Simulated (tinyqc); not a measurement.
Inside a calculation. Method: UHF in the sto-3g basis, for H3, spin multiplicity 2. One step of it, computed by the program tinyqc.

Question. Iteration 3: DIIS coefficients. Solve [B -1; -1 0][c; lambda] = [0; -1] for the coefficients, which sum to one.

B (overlaps of the stored error matrices):
```
[[1.6640615e-01, -4.3558267e-02, 3.3204073e-02],
 [-4.3558267e-02, 1.8788719e-01, 6.4584030e-02],
 [3.3204073e-02, 6.4584030e-02, 3.8374785e-02]]
```

Give: DIIS coefficients.

Answer.

DIIS coefficients: [-0.7757, -1.0926, 2.8683]
